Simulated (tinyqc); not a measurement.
Line shape against size: Raman line shape of confined optical phonons and breathing modes of small crystals. Computed by tinyqc, a small Python program. Command: `OMP_NUM_THREADS=1 python tinyqc.py 3025866 3025867 out.jsonl confine walk`. One thread of a shared host (Intel(R) Xeon(R) Processor @ 2.30GHz), about 0.02 s of CPU time with the checks.

Confinement in 3 direction(s) lets phonons with q away from zero scatter light. q is in units of 2 pi/a, from 0 to 1, and the branch is isotropic: omega(q)^2 = (omega_0^2 + omega_X^2)/2 + ((omega_0^2 - omega_X^2)/2) cos(pi q). The model and its constant beta are phenomenological; beta = 8 is the common choice.

Inputs (values chosen for the exercise, modelled on silicon):

| quantity | value | unit |
|---|---|---|
| bulk frequency omega_0 | 520.9 | 1/cm |
| frequency at the zone boundary omega_X | 400 | 1/cm |
| natural width Gamma_0 | 3.3 | 1/cm |
| lattice constant a | 5.431 | angstrom |
| size L | 3.8 | nm |
| confinement constant beta | 8 | - |

Shape: sphere.

Method:
- Weight W(q) = q^2 exp(-(2 L q/a)^2/(2 beta)) dq, that is exp(-k^2 L^2/(2 beta pi^2)) for k = 2 pi q/a.
- Width q_c = a sqrt(2 beta)/(2 L), where the exponential falls to 1/e; curvature of the branch: omega(q) = omega_0 - c q^2, c = pi^2 (omega_0^2 - omega_X^2)/(8 omega_0); for small q_c the mean of q^2 is (number of confined directions) q_c^2/2, and the mean shift is -c times that.
- I(omega) = int W(q) / [(omega - omega(q))^2 + (Gamma_0/2)^2] dq / int W dq x (Gamma_0/2)^2, by 400 Gauss-Legendre points on 0 < q < min(1, 2.5 a sqrt(2 beta)/L).
- The peak is the maximum of I; the width is taken between the half-maximum points, and the asymmetry is the low-side half-width over the high-side one.

mean shift, quadratic estimate = -32.3175 1/cm

Line shape:

| L (nm) | peak shift (1/cm) | full width (1/cm) | asymmetry | mean shift, quadratic estimate (1/cm) |
|---|---|---|---|---|
| 3 | -21.094 | 64.887 | 2.481 | -51.852 |
| 3.6 | -14.442 | 45.318 | 2.5395 | -36.008 |
| 4.4 | -9.8263 | 31.015 | 2.5233 | -24.105 |
| 5.5 | -6.6006 | 20.732 | 2.4147 | -15.427 |
| 7 | -4.4248 | 13.804 | 2.2091 | -9.5238 |
| 10 | -2.5586 | 8.1586 | 1.8154 | -4.6666 |
| 15 | -1.4114 | 5.1925 | 1.4006 | -2.0741 |
| 25 | -0.6397 | 3.7664 | 1.0986 | -0.74666 |

The peak shift falls with exponent -2.08 at the small end and -1.55 at the large end. For still larger L it tends to the mean shift, which goes as 1/L^2; the ratio is 0.41 in the first row and 0.86 in the last. The width exceeds Gamma_0 by over 10 % for L up to 25 nm. In a sphere the factor q^2 removes the weight at q = 0, so the peak itself moves strongly.

Extremes, crossings and ranges named in words are read from the listed rows.
